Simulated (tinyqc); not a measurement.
Self-consistent Fermi level with native defects, at growth and after a quench: one step, computed by the program tinyqc.

Energies are counted from the top of the valence band (VBM); when the gap shrinks with temperature the conduction band moves and the levels stay. The added dopant is taken as fully ionised. D and A draw on one reservoir with opposite signs, as the two vacancies of a compound do.

Question. After the quench to T. E_g(T) = E_g - slope x max(0, T - 300 K). N_c = 2 M_c (2 pi m_e k_B T/h^2)^(3/2) and N_v = 2 (2 pi m_h k_B T/h^2)^(3/2), masses in units of m_0. n = N_c F_1/2((E_F - E_g)/k_B T), p = N_v F_1/2(-E_F/k_B T). F_1/2(eta) = (2/sqrt(pi)) int_0^infinity sqrt(x)/(1 + exp(x - eta)) dx, by the trapezoid rule in t = sqrt(x) with step 0.02 up to t = 12 (for eta < -12 by exp(eta) - exp(2 eta)/2^(3/2)). After a quench the totals of D and A stay as grown, and each is shared among its charge states with weights exp(-(E_f(q, 0) + q E_F)/k_B T). Net charge = p - n + sum q c_q - N_X; the log ratio is ln(positive charge/negative charge). E_F is the root of the log ratio, by 50 bisections between -0.5 eV and E_g + 0.5 eV.

Inputs (values chosen for the exercise, with bands modelled on ZnSe):

| quantity | value | unit |
|---|---|---|
| gap E_g at 300 K | 2.68 | eV |
| slope -dE_g/dT above 300 K | 0.00071 | eV/K |
| electron mass m_e | 0.149 | m_0 |
| valleys M_c | 1 | - |
| hole mass m_h | 0.777 | m_0 |
| dopant density N_X | 3.2e+16 | cm^-3 |
| growth temperature T_g | 1420 | K |
| temperature of use T | 200 | K |

Added shallow dopant: acceptor.

total D = 2.389796e+17 cm^-3

total A = 3.783170e+14 cm^-3

E_f(q, E_F = 0) (eV): D(+2) -0.953, D(+1) 0.127, D(0) 1.667, A(0) 3.259, A(-1) 4.012, A(-2) 4.941

Constants: m_0 = 9.1093837015e-31 kg; k_B = 1.380649e-23 J/K; h = 6.62607015e-34 J s; k_B = 8.617333262e-05 eV/K.

Give: E_F after the quench; n after the quench; p after the quench; Frozen defects.

Answer.

E_F after the quench = 1.572 eV

n after the quench = 9.279e-11 cm^-3

p after the quench = 2.321e-21 cm^-3

Frozen defects:

| state | c (cm^-3) | share of its total |
|---|---|---|
| D(+2) | 1.333e+04 | 5.577e-14 |
| D(+1) | 3.276e+16 | 1.371e-01 |
| D(0) | 2.062e+17 | 8.629e-01 |
| A(0) | 5.646e-23 | 1.492e-37 |
| A(-1) | 2.412e-02 | 6.374e-17 |
| A(-2) | 3.783e+14 | 1.000e+00 |

Caution: in a wide-gap host the dopant, above all an acceptor, may be only partly ionised at the temperature of use; the carrier density is then overstated.
